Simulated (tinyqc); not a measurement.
Long-channel MOSFET, surface-potential model: effect of the temperature.

n-channel transistor on a uniformly doped p-type body, gradual-channel approximation, constant mobility, Boltzmann statistics, full ionisation. Potentials are counted from the neutral body; V is the electron quasi-Fermi potential, Vsb at the source and Vsb + Vds at the drain. Charges are magnitudes per area.

Nc and Nv are given at 400 K and scale as (T/400 K)^1.5; Eg, Vfb and mu are held fixed. ni = sqrt(Nc Nv) exp(-Eg/(2 Vt)), Eg in volts; phiF = Vt ln(Na/ni); Cox = eps0 eox/tox; gamma = sqrt(2 q eps0 eps_r Na)/Cox. The surface potential psi at channel potential V solves Vgs + Vsb - Vfb - psi = gamma sqrt(G), G = psi - Vt + Vt exp((psi - 2 phiF - V)/Vt). Charge sheet: Qi = Cox gamma [sqrt(G) - sqrt(psi - Vt)]; I = mu (W/L) [integral of Qi dpsi from psi_0 to psi_L (drift) + Vt (Qi0 - QiL) (diffusion)], with psi_0 at V = Vsb and psi_L at V = Vsb + Vds. VT = Vfb + 2 phiF + gamma sqrt(2 phiF + Vsb), m = 1 + gamma/(2 sqrt(2 phiF + Vsb)). The swing is 20 mV/log10[I(VT - 0.14 V)/I(VT - 0.16 V)] of the charge-sheet current at the given Vds.

Inputs (values chosen for the exercise); material values those of a made-up semiconductor:
```
symbol,value,unit,meaning
Eg,1.31,eV,band gap
eps_r,14.7,,relative permittivity of the semiconductor
Nc,5.47e19,cm^-3,conduction-band density of states at the reference temperature
Nv,4.08e19,cm^-3,valence-band density of states at the reference temperature
Na,9.4e15,cm^-3,acceptor density of the body
eox,23.9,,relative permittivity of the gate insulator
tox,150,nm,insulator thickness
Vfb,-0.88,V,flat-band voltage
mu,240,cm^2/(V s),channel mobility
W,2,um,gate width
L,5,um,gate length
Vsb,0.3,V,source-body reverse bias
Vgs,1.48,V,gate-source voltage
Vds,1.2,V,drain-source voltage
```

Constants: q = 1.602176634e-19 C, kB = 1.380649e-23 J/K, Vt = kB T/q, eps0 = 8.8541878128e-14 F/cm where lengths are in cm. Results are converted to the units shown.

The same in every row: gamma (V^0.5) = 0.4438.

Effect of the temperature:
```
T (K),VT (V),m,swing (mV/decade),"I at Vgs, Vds (uA)"
220,0.6510,1.193,53.00,3.018
250,0.5940,1.197,60.56,3.390
280,0.5357,1.201,68.23,3.794
310,0.4762,1.205,76.03,4.229
340,0.4156,1.209,84.01,4.698
370,0.3540,1.214,92.17,5.199
400,0.2913,1.219,100.6,5.734
430,0.2276,1.225,109.2,6.302
```

As T goes from 220 to 430 K, VT falls from 0.651 to 0.228 V, the swing rises from 53.0 to 109 mV a decade and the current rises from 3.02 to 6.30 uA. The swing is 1.8 % above m Vt ln 10 in the first row and 4.5 % above it in the last. In every row the mobility is held fixed, though a real channel mobility changes with T and would alter the trend of the current.

Program tinyqc, `OMP_NUM_THREADS=1 python tinyqc.py 2360114 2360115 out.jsonl`; Intel Xeon 2.30GHz, shared host, one thread, about 0.06 s.
